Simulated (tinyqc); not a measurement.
## Tunnelling through a two-layer gate stack, WKB transmission and Tsu-Esaki current: current against voltage

Electrons leave the emitter at x = 0. Energies E (motion across the layers) are in eV from the emitter Fermi level; the collector Fermi level lies at -V and offers states at every E. No charge in the dielectric and no image force: F1 = V/(t1 + t2 eps1/eps2), F2 = F1 eps1/eps2; U = phi1 - F1 x in layer 1 and phi2 - F1 t1 - F2 (x - t1) in layer 2. With C = hbar^2/(2 m0), kappa = sqrt(m (U - E)/C) where U > E and 0 elsewhere; T(E) = exp(-S), S = 2 times the integral of kappa over x.

Each layer adds (2/F) sqrt(m/C) [G(u at its left edge) - G(u at its right edge)] to S, with u = U - E (0 where negative) and G(u) = (2/3) u^1.5. J = J0 times the integral of T(E) N(E) dE, N = ln[(1 + exp(-E/Vt))/(1 + exp((-E - V)/Vt))], J0 = q^2 me m0 kB T/(2 pi^2 hbar^3) (times 1e-4 for A/cm^2 per eV), from E = -Ef to far above the barrier (T = 1 there), by quadrature converged to the digits shown.

Parameters, values chosen for the exercise; layer 1 close to silicon dioxide, layer 2 close to hafnium oxide:
- T = 300 K (temperature)
- Ef = 4.6 eV (Fermi energy of the emitter above its band bottom)
- me = 1 m0 (emitter mass in the supply function)
- phi1 = 2.99 eV (barrier of layer 1 above the emitter Fermi level at zero bias)
- m1 = 0.48 m0 (tunnelling mass of layer 1)
- t1 = 0.6 nm (thickness of layer 1)
- eps1 = 3.87 (relative permittivity of layer 1)
- phi2 = 1.47 eV (barrier of layer 2 at zero bias)
- m2 = 0.2 m0 (tunnelling mass of layer 2)
- t2 = 3 nm (thickness of layer 2)
- eps2 = 22.3 (relative permittivity of layer 2)

Constants: q = 1.602176634e-19 C, kB = 1.380649e-23 J/K, hbar = 1.054571817e-34 J s, m0 = 9.1093837015e-31 kg, Vt = kB T/q, hbar^2/(2 m0) = 0.0380998212 eV nm^2. Results are converted to the units shown.

Result of one run:
```
V (V)  S at E = 0  T(E = 0)  J (A/cm^2)  mean E of the current (eV)
1.06        18.07  1.416e-8       3.129                     -0.2229
```

What becomes of these results when the voltage across the dielectric V is changed from 1.06 to 0.49 V, all else the same?

Result of the changed run:
```
V (V)  S at E = 0   T(E = 0)  J (A/cm^2)  mean E of the current (eV)
0.49        21.57  4.280e-10      0.1337                     -0.2566
```

The whole series:
```
V (V)  S at E = 0   T(E = 0)  J (A/cm^2)  mean E of the current (eV)
0.2         23.07  9.562e-11     0.02586                     -0.2173
0.49        21.57  4.280e-10      0.1337                     -0.2566
0.77        19.97   2.124e-9      0.5832                     -0.2498
1.06        18.07   1.416e-8       3.129                     -0.2229
1.35        15.73   1.474e-7       23.23                     -0.1792
1.64        12.27   4.680e-6       420.8                     -0.1056
1.92        9.709   6.072e-5        7255                     -0.1207
2.21        7.950   3.527e-4     6.371e4                     -0.1603
2.5         6.842   0.001068     3.100e5                     -0.2067
```

J rises from 0.0259 to 3.10e5 A/cm^2, by 2.46 decades a volt between the first two rows and 2.37 between the last two. From V = 1.64 V on (among the rows) a band edge falls below the emitter Fermi level, so electrons at E = 0 no longer cross the full thickness. In 5 of the 9 rows the field exceeds 10 MV/cm (up to 22.3), more than most dielectrics sustain; the model ignores breakdown. In every row a layer is thinner than 0.8 nm, a few atomic planes, where an effective mass is a rough description.

tinyqc, about 0.05 s, one thread, Intel Xeon 2.30GHz (shared host): `OMP_NUM_THREADS=1 python tinyqc.py 2540109 2540110 out.jsonl`
